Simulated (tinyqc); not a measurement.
Optical gain and spontaneous emission in a bulk direct-gap semiconductor: sweeps and comparisons. A value that a table varies takes the place of the one given here.

Parabolic bands, vertical transitions, no excitons. For each hole band j: mr = me mj/(me + mj); joint density of states J_j(E) = (mr/c)^(3/2) sqrt(E - Eg)/(2 pi^2), both spins, c = hbar^2/2m0; averaged matrix element |e.p|^2 = m0 Ep/6; alpha_j(E) = 4 pi^2 alpha_f c Ep J_j/(3 nr E) in 1/angstrom (alpha_f the fine-structure constant, listed as alpha among the constants), times 1e8 for 1/cm.

F_j(eta) = (1/Gamma(j + 1)) integral_0^infinity x^j dx/(1 + exp(x - eta)), which tends to exp(eta) for eta << 0.

Quasi-Fermi levels: n = Nc F_1/2(Fc/kT) and p = Nv F_1/2(Fv/kT), Fc counted up from the conduction edge and Fv down from the valence edge; Nc, Nv from N = 2 (m kB T/(4 pi c))^(3/2) with c = hbar^2/2m0, in 1/angstrom^3; times 1e24 for 1/cm^3, with me and (mhh^(3/2) + mlh^(3/2))^(2/3).

For band j the electron sits at Ee = (E - Eg) mr/me above its edge and the hole at Eh = (E - Eg) mr/mj; fe = 1/(1 + exp((Ee - Fc)/kT)), fh = 1/(1 + exp((Eh - Fv)/kT)); gain g = sum_j alpha_j (fe + fh - 1).

Spontaneous rate: R = integral of (nr E/(hbar c))^2/(pi^2 hbar) sum_j alpha_j fe fh dE, with alpha in 1/cm and (nr E/(hbar c))^2 in 1/cm^2 (1e16 per 1/angstrom^2); B = R/(n p); lifetime n/R.

Constants: hbar^2/2m0 = 3.80998211 eV angstrom^2; fine-structure constant alpha = 0.007297352564; kB = 8.617333262e-05 eV/K; hbar = 6.58211957e-16 eV s; hbar c = 1973.269805 eV angstrom.

Values chosen for the exercise (near those of GaAs; the results hold for these values, not for the real material):
```
symbol  value    unit    meaning
Eg      1.415    eV      direct gap
me      0.0681   m0      electron mass
mhh     0.476    m0      heavy-hole mass
mlh     0.0852   m0      light-hole mass
Ep      25.8     eV      Kane energy
nr      3.59             refractive index
T       250      K
n       1.3e+18  1/cm^3  injected density, n = p
```

## Peak gain against injection

The peak is the largest g over E; a dash marks no gain.

Gain:
```
n (1/cm^3)  Fc (eV)  Fv (eV)  peak gain (1/cm)  peak E - Eg (eV)  B (cm^3/s)
4.6e+17      0.0167  -0.0573                 -                 -    3.15e-10
7.4e+17      0.0329  -0.0468                 -                 -    2.96e-10
1.1e+18      0.0490  -0.0378                63            0.0039    2.74e-10
1.3e+18      0.0567  -0.0340               177            0.0082    2.64e-10
1.7e+18      0.0706  -0.0278               436            0.0163    2.46e-10
2.1e+18      0.0830  -0.0228               696            0.0238    2.31e-10
2.8e+18      0.1025  -0.0158              1118            0.0356    2.08e-10
3.7e+18      0.1250  -0.0088              1596            0.0485    1.86e-10
```

transparency density (Fc + Fv = 0) = 9.27e+17 1/cm^3

Gain starts at 9.27e+17 1/cm^3, where Fc = -Fv = 0.0417 eV: with Nv/Nc = 20 the electrons must be degenerate before the holes are. The slope of peak gain against n is 5.72e-16 cm^2 between the first two rows with gain and 5.31e-16 between the last two; the peak moves from 0.0039 to 0.0485 eV above the gap as the bands fill, and B falls by a factor 1.69. Line broadening and gap shrinkage are left out.

## Gain spectrum

At the density n.

Spectrum:
```
E - Eg (eV)  alpha, empty (1/cm)  fe, heavy  fh, heavy  g (1/cm)
0.005                       1954      0.919      0.167       165
0.010                       2753      0.903      0.163       174
0.020                       3867      0.861      0.155        57
0.030                       4703      0.805      0.148      -204
0.045                       5701      0.691      0.137      -863
0.060                       6516      0.549      0.127     -1831
0.080                       7423      0.351      0.115     -3441
0.100                       8190      0.193      0.103     -5092
0.130                       9156      0.066      0.088     -7166
0.170                      10206      0.014      0.071     -9102
0.220                      11256      0.002      0.054    -10655
```

Fc + Fv = 0.0227 eV

g is positive below E - Eg = 0.0227 eV; the largest value listed is 174 1/cm at 0.010 eV. At 0.220 eV above the gap g is -0.95 times the absorption of the empty crystal, whose limit is -1.

## Transparency density and B against temperature

Eg is held fixed; B is taken at n = 1e15 1/cm^3.

Results:
```
T (K)  transparency density (1/cm^3)  Fc/kT there  B (cm^3/s)
100                         2.34e+17        1.936    1.38e-09
150                         4.31e+17        1.936    7.55e-10
200                         6.63e+17        1.936    4.93e-10
250                         9.27e+17        1.936    3.54e-10
300                         1.22e+18        1.936    2.71e-10
350                         1.53e+18        1.936    2.16e-10
400                         1.88e+18        1.936    1.77e-10
500                         2.62e+18        1.936    1.28e-10
```

Fc/kT at transparency stays at 1.936, since it depends on Nv/Nc alone, so the density goes as T^1.50. B goes as T^-1.48, against T^-1.5 for non-degenerate carriers: hot carriers spread over k and fewer pairs share a wave vector.

## What moves transparency and gain

Transparency is Fc + Fv = 0; the peak is the largest g over E at the density n (0 if none). Each row changes one parameter from the base and keeps the others.

Results:
```
case                 transparency density (1/cm^3)  Fc + Fv (eV)  peak gain (1/cm)
base                                      9.27e+17        0.0227               177
me = 0.0783 m0                            1.06e+18        0.0132               104
mhh = 0.286 m0                            7.18e+17        0.0389               494
Ep = 28.4 eV                              9.27e+17        0.0227               195
T = 290 K                                 1.16e+18        0.0087                38
n = 1.69e+18 1/cm^3                       9.27e+17        0.0423               430
nr = 3.77                                 9.27e+17        0.0227               169
```

The largest shifts from the base row, up to three for each result and ties (the steps differ in size, so this ranks the rows, not the parameters). transparency density (1/cm^3): T +2.31e+17, mhh -2.08e+17, me +1.33e+17; unchanged at the printed digits by Ep, n and nr. Fc + Fv (eV): n +0.0196, mhh +0.0162, T -0.0140; unchanged at the printed digits by Ep and nr. peak gain (1/cm): mhh +317, n +252, T -140.

Run: tinyqc, `OMP_NUM_THREADS=1 python tinyqc.py 1651824 1651825 out.jsonl`; Intel(R) Xeon(R) Processor @ 2.30GHz, one thread, shared host; about 0.09 s of CPU time with all checks.
